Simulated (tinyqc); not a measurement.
Comparisons within one model: five-level k.p model folded onto the conduction band. A value that a table varies takes the place of the one given here.

For k along z and one spin sector the level c couples to four states. With c0 = hbar^2/2m0, P = sqrt(Ep c0), P2 = sqrt(Ep2 c0): diagonal Eg + (1 + Cm) c0 k^2 for c, and 0, -Dso, E7 + D2, E7 for lh, so, G8 up, G7 up (their own dispersion is left out); couplings of c: sqrt(2/3) P k to lh, sqrt(1/3) P k to so, sqrt(2/3) P2 k to G8 up, sqrt(1/3) P2 k to G7 up (phases chosen real).

Expanding E = H_cc + S(E) about Eg in powers of k^2, with s_n = sum_j H_cj^2/(Eg - H_jj)^n: order k^2: e2 = (1 + Cm) c0 k^2 + s1; order k^4: e4 = -s2 e2; order k^6: e6 = s3 e2^2 + s2^2 e2.

Second-order sums for the lowest conduction level at E: 1/m = 1 + Cm + (Ep/3)(2/E + 1/(E + Dso)) - (Ep2/3)(2/(E7 + D2 - E) + 1/(E7 - E)); g/2 = 1 + Cg - (Ep/3)(1/E - 1/(E + Dso)) - (Ep2/3)(1/(E7 - E) - 1/(E7 + D2 - E)). E is counted from the top of the valence band; E = Eg at the edge.

Constants: hbar^2/2m0 = 3.80998211 eV angstrom^2.

Inputs chosen for the exercise (near those of InSb; not measured data):
- Eg = 0.24 eV (gap at Gamma to the s-like level)
- Dso = 0.853 eV (spin-orbit splitting)
- Ep = 24 eV (Kane energy)
- E7 = 3.18 eV (upper Gamma7 conduction level, from the valence top)
- D2 = 0.33 eV (its spin-orbit splitting, Gamma8 above Gamma7)
- Ep2 = 4.7 eV (Kane energy to the upper levels)
- Cm = -2 (remote term in 1/m)
- Cg = 0 (remote term in g/2)

## How far the series holds

Energies from Eg; Pk/Eg measures the coupling.

Levels (eV):
```
k (1/angstrom),Pk/Eg,to k^2,to k^4,to k^6,exact
0.0038,0.151,0.0039,0.0039,0.0039,0.0039
0.0086,0.343,0.0201,0.0185,0.0188,0.0187
0.0134,0.534,0.0489,0.0394,0.0431,0.0419
0.0183,0.729,0.0912,0.0581,0.0825,0.0712
0.0231,0.920,0.1454,0.0611,0.1599,0.1032
0.0280,1.116,0.2136,0.0318,0.3450,0.1381
0.0328,1.307,0.2931,-0.0492,0.7601,0.1738
0.0376,1.498,0.3851,-0.2060,1.6306,0.2104
```

What does this show, and why?

Within 2 % of the exact level stay: the k^2 term up to Pk/Eg = 0.15, the sum to k^4 up to Pk/Eg = 0.34, the sum to k^6 up to Pk/Eg = 0.34. In the last row the errors are +175, -416 and +1420 meV: higher orders make it worse, since the series in k^2 converges only for Pk below about Eg/2 in the two-level limit E = Eg/2 + sqrt(Eg^2/4 + P^2 k^2).

## Mass and g factor above the band edge

The sums are evaluated at E = Eg + dE, as is done for confined or hot electrons.

Results:
```
dE (meV),m(E),g(E),m(E)/m(Eg),1 + dE/Eg
0,0.0140,-50.136,1.0000,1.0000
6,0.0143,-48.590,1.0239,1.0250
14,0.0148,-46.647,1.0557,1.0583
29,0.0156,-43.329,1.1153,1.1208
43,0.0164,-40.563,1.1708,1.1792
58,0.0172,-37.902,1.2301,1.2417
86,0.0188,-33.623,1.3406,1.3583
```

What does this show?

Over 86 meV the mass grows by 34.1 %, against 35.8 % for two levels alone, and g moves from -50.136 to -33.623, towards the free value 2.

## Six materials (three-level Kane formulas for mass and g factor)

1/m = 1 + (Ep/3)(2/Eg + 1/(Eg + Dso)), g = 2 - (2 Ep/3)(1/Eg - 1/(Eg + Dso)). The inputs are values chosen for the exercise.

Results:
```
case,Eg (eV),Dso (eV),Ep (eV),m (m0),g,Eg/Ep
A near ZnSe,2.867,0.400,24.4,0.1091,1.305,0.1175
B near GaSb,0.823,0.764,26.8,0.0353,-8.451,0.0307
C near Ge,0.886,0.294,26.3,0.0354,-2.931,0.0337
D near InAs,0.417,0.388,21.3,0.0228,-14.413,0.0196
E near InSb,0.240,0.799,23.7,0.0134,-48.626,0.0101
F near CdTe,1.616,0.900,18.5,0.0902,-0.730,0.0874
```

What can be read from the table?

The mass follows the gap: m/(Eg/Ep) lies between 0.93 and 1.33, while m itself spans a factor of 8.1. The order by mass equals the order by gap. g is negative for B, C, D, E and F; it needs Ep Dso > 3 Eg (Eg + Dso). Where g is small, two larger terms cancel: 5 % in Ep moves g by (2 - g)/20, and the levels left out move it by tenths. Remote bands, left out here, make real masses heavier, by up to a half in the wider-gap crystals. All rows are for the Gamma valley, which is not the lowest one in GaP and Ge.

## What each parameter does

Mass and g at E = Eg. Each row changes one parameter from the base and keeps the others.

Results:
```
case,m (m0),g
base,0.01399,-50.1356
Eg = 0.216 eV,0.01265,-57.2127
Dso = 0.938 eV,0.01409,-51.1919
Ep = 21.6 eV,0.01560,-44.9328
E7 = 3.498 eV,0.01396,-50.1165
D2 = 0.297 eV,0.01399,-50.1258
Ep2 = 4.23 eV,0.01396,-50.1249
```

How do the results move?

The largest shifts from the base row, up to three for each result and ties (the steps differ in size, so this ranks the rows, not the parameters). m (m0): Ep +0.00161, Eg -0.00134, Dso +0.00010; unchanged at the printed digits by D2. g: Eg -7.0771, Ep +5.2028, Dso -1.0563.

Computed by tinyqc, a small Python program: `OMP_NUM_THREADS=1 python tinyqc.py 1081302 1081303 out.jsonl` (the numbers bound the seed that draws the inputs); one thread of a shared host (Intel(R) Xeon(R) Processor @ 2.30GHz), about 0.01 s for the whole set of steps.
